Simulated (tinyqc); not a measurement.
Frequency dispersion of an accumulation capacitance by border traps, distributed model: two steps of the calculation.

Traps spread evenly through the insulator exchange electrons with the semiconductor by tunnelling, with tau(x) = t0 exp(2 ka x) at depth x from the interface. The admittance per area Y seen at depth x obeys dY/dx = -Y^2/(i w eps0 eox) + q Nb ln(1 + i w tau)/tau, with Y(0) = i w Cs and w = 2 pi f; the gate sees Y(tox) = G + i w C. Working variable y = Y/(i w), in uF/cm^2. Cox = eps0 eox/tox.

Inputs (values chosen for the exercise); permittivity close to that of zirconium oxide:

| symbol | value | unit | meaning |
|---|---|---|---|
| eox | 22.7 |  | relative permittivity of the insulator |
| tox | 9.5 | nm | insulator thickness |
| Cs | 1.9 | uF/cm^2 | semiconductor capacitance in accumulation |
| Nb | 1.1e19 | cm^-3 eV^-1 | density of border traps |
| ka | 3.1 | 1/nm | decay constant of the wave function in the insulator |
| t0 | 5e-10 | s | time constant of a trap at the interface |
| f | 1e6 | Hz | frequency |
| xe | 1.7 | nm | depth down to which the steps are taken |

Constants: q = 1.602176634e-19 C, eps0 = 8.8541878128e-14 F/cm where lengths are in cm. Results are converted to the units shown.

Task 1. Scales and lumped estimate. Cox; trap-free value 1/(1/Cox + 1/Cs); response depth d = ln(1/(w t0))/(2 ka), where w tau = 1; lumped estimate: all traps within d act as C_bt = q Nb d placed at d/2, so C = 1/{1/[1/(1/Cs + d/(2 eps0 eox)) + C_bt] + (tox - d/2)/(eps0 eox)}.

Give: Cox; trap-free C; d; C_bt; lumped C.

Result 1.

Cox = 2.116 uF/cm^2
trap-free C = 1.001 uF/cm^2
d = 0.9295 nm
C_bt = 0.1638 uF/cm^2
lumped C = 1.049 uF/cm^2

The traps within reach amount to 0.0862 Cs and lie in the first 9.78 % of the insulator.

Task 2. Capacitance and conductance at the gate. Beyond xe the traps are ignored, so 1/y(tox) = 1/y(xe) + (tox - xe)/(eps0 eox); C = Re y, G/w = -Im y, loss tangent G/(w C).

y at xe = 1.7937116-0.0385949i uF/cm^2

Find: y at the gate; C; G/w; loss tangent.

Result 2.

y at the gate = 1.0577-0.0134i uF/cm^2
C = 1.0577 uF/cm^2
G/w = 0.013415 uF/cm^2
loss tangent = 0.012684

Computed by the program tinyqc: `OMP_NUM_THREADS=1 python tinyqc.py 2202173 2202174 out.jsonl`, one thread of a shared Intel Xeon 2.30GHz, about 0.5 s for the whole run.
